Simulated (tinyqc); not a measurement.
MOSFET in the linear regime without short-channel effects, parameter extraction from computed curves: one step of the calculation.

Inversion charge Q = Cox n Vt W0(exp((Vg - VT)/(n Vt))), W0 the Lambert function and n = nf; u = Q/Cox; mobility mu = mu0/(1 + th1 u + th2 u^2); channel resistance Rch = (L - dL)/(W mu Q); Id = Vd/(Rch + Rsd/W). Cox = eps0 eox/tox. Small Vd, no channel-length or drain effects.

Problem. The Y function. Y_i = Id_i/sqrt(gm_i). For Id = beta Vd x/(1 + th x), x = Vg - VT, Y = sqrt(beta Vd) x whatever th. Slope s from points 7 and 10; VT_Y = Vg - Y/s at point 10; beta = s^2/Vd; mobility beta L/(W Cox) with the drawn L; th* = (beta Vd x/Id - 1)/x at point 10.

Values chosen for this exercise; channel values of the order met in silicon transistors:
- eox = 3.9 (relative permittivity of the gate insulator (close to silicon dioxide))
- tox = 4.9 nm (insulator thickness)
- mu0 = 81 cm^2/(V s) (low-field mobility)
- th2 = 0.1 1/V^2 (second mobility attenuation factor)
- W = 1 um (gate width)
- L = 0.086 um (drawn gate length)
- dL = 0.013 um (drawn less effective length)
- Vd = 0.02 V (drain voltage)

Constants: eps0 = 8.8541878128e-14 F/cm where lengths are in cm. Results are converted to the units shown.

Vg, point 0 to 11 (V): [0.06, 0.16, 0.26, 0.36, 0.46, 0.56, 0.66, 0.76, 0.86, 0.96, 1.06, 1.16]
Id, point 0 to 11 (uA): [5.1983187e-4, 0.014975237, 0.25635790, 1.0535155, 2.0098620, 2.8998347, 3.6817461, 4.3580017, 4.9407860, 5.4433487, 5.8776827, 6.2540425]
gm, point 1 to 10 (uS): [1.2791903, 5.1927012, 8.7675203, 9.2315959, 8.3594206, 7.2908351, 6.2951997, 5.4267351, 4.6844834, 4.0534691]

Give: Y; s; VT_Y; beta; mobility from Y; th*.

Solution.

Y, point 1 to 10 (uA^0.5 V^0.5): [0.01324, 0.1125, 0.3558, 0.6615, 1.003, 1.364, 1.737, 2.121, 2.515, 2.919]
s = 3.942 uA^0.5 V^-0.5
VT_Y = 0.3193 V
beta = 776.8 uA/V^2
mobility from Y = 94.79 cm^2/(V s)
th* = 1.293 1/V

The mobility from Y is 0.66 % below mu0 L/(L - dL) = 95.4 cm^2/(V s), which it should reach in deep inversion when th2 = 0.

Program tinyqc, `OMP_NUM_THREADS=1 python tinyqc.py 2210143 2210144 out.jsonl`; Intel Xeon 2.30GHz, shared host, one thread, about 0.01 s.
